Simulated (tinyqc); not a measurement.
Depletion-mode phase shifter in a rib waveguide and its Mach-Zehnder modulator: two steps of the calculation.

A lateral p-n junction at x0 in a waveguide whose mode intensity is a Gaussian of rms width s about x = 0; p side at smaller x. Reverse bias removes carriers and raises the index. Abrupt junction, doping uniform over the whole mode, lumped electrode (no travelling-wave effects).

Inputs (values chosen for the exercise); values close to those of silicon near 1550 nm: wavelength lam = 1550 nm; acceptor density Na = 7.4e17 cm^-3; donor density Nd = 1.6e18 cm^-3; length of the phase shifter L = 2 mm.

Problem 1. Index and absorption of the doped regions. Free-carrier changes (empirical, N and P in cm^-3): |dn| = 8.5e-18 P^0.8 for holes, 8.8e-22 N for electrons; absorption 6e-18 P and 8.5e-18 N in 1/cm.

Wanted: dn_h; dn_e; a_h; a_e.

Solution 1.

dn_h = 0.001678
dn_e = 0.001408
a_h = 4.440 1/cm
a_e = 13.60 1/cm

Index change per unit absorption: holes 3.78 um, electrons 1.04 um, a ratio of 3.65.

Problem 2. Mach-Zehnder modulator. One arm driven from 0 to V: phase 2 pi dneff L/lam; biased at quadrature the output swings between [1 -+ sin(phase/2)]/2; extinction ratio in dB; insertion loss = loss x L.

dneff = 3.1286215e-4
loss = 19.834960 dB/cm

Give: phase; extinction ratio; insertion loss.

Solution 2.

phase = 0.8074 pi
extinction ratio = 16.34 dB
insertion loss = 3.967 dB

Program tinyqc, `OMP_NUM_THREADS=1 python tinyqc.py 2650131 2650132 out.jsonl`; Intel Xeon 2.30GHz, shared host, one thread, about 0.01 s.
